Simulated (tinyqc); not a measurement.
# Changing the total solute fraction x0

Model: equilibrium and kinetic segregation of a solute to boundaries and growing surfaces. Computed by tinyqc, a small Python program. Command: `OMP_NUM_THREADS=1 python tinyqc.py 3008466 3008467 out.jsonl segreg sweep`. One thread of a shared host (Intel(R) Xeon(R) Processor @ 2.30GHz), about 0.01 s of CPU time with the checks.

Inputs (values chosen for the exercise, modelled on phosphorus in polycrystalline silicon):
```
quantity,value,unit
segregation energy Q,0.437,eV
temperature T,1025,K
grain size d,16,nm
boundary thickness delta,0.7,nm
atomic volume Omega,20.02,angstrom^3
clean boundary energy gamma_0,0.88,J/m^2
```

Isotherm: Langmuir-McLean.

Constants: k_B = 8.617333262e-05 eV/K; 1 eV/angstrom^2 = 16.02176634 J/m^2.

Method:
- With theta the solute fraction on boundary sites and x that in the grains, theta/(1 - theta) = [x/(1 - x)] exp[Q/(k_B T)].
- The coverage theta_inf is that for x = x0.
- Finite grains: boundary sites are the fraction f = 3 delta/d, and x0 = (1 - f) x + f theta; solve both equations for theta; share at boundaries = f theta/x0.
- Gibbs adsorption for this isotherm in a dilute matrix: gamma = gamma_0 + Gam_0 [k_B T ln(1 - theta)], Gam_0 = delta/Omega sites per area.

One run for each value:
```
total solute fraction x0,coverage theta_inf,coverage theta,fraction x left in the grains,boundary energy gamma (J/m^2)
1.00e-05,1.406e-03,7.277e-05,5.168e-07,0.8800
2.90e-05,4.067e-03,2.110e-04,1.499e-06,0.8799
8.40e-05,1.169e-02,6.113e-04,4.343e-06,0.8797
2.40e-04,3.270e-02,1.746e-03,1.242e-05,0.8791
7.10e-04,9.095e-02,5.165e-03,3.687e-05,0.8774
2.10e-03,2.286e-01,1.527e-02,1.101e-04,0.8724
5.90e-03,4.553e-01,4.285e-02,3.178e-04,0.8583
1.70e-02,7.089e-01,1.229e-01,9.944e-04,0.8151
5.00e-02,8.811e-01,3.552e-01,3.896e-03,0.6629
```

What does the table show, and why?

Over the rows, coverage theta_inf rises from 0.00141 to 0.881 (exponent d ln y / d ln x 1.00 between the first rows and 0.20 between the last); coverage theta rises from 7.28e-5 to 0.355 (exponent d ln y / d ln x about 1.00 throughout); fraction x left in the grains rises from 5.17e-7 to 0.00390 (exponent d ln y / d ln x 1.0 between the first rows and 1.3 between the last). At the low end the exponent of coverage theta_inf is 1.00, close to 1: Henry's-law regime. At the low end the exponent of fraction x left in the grains is 1.00, close to 1: x in the grains is proportional to x0.
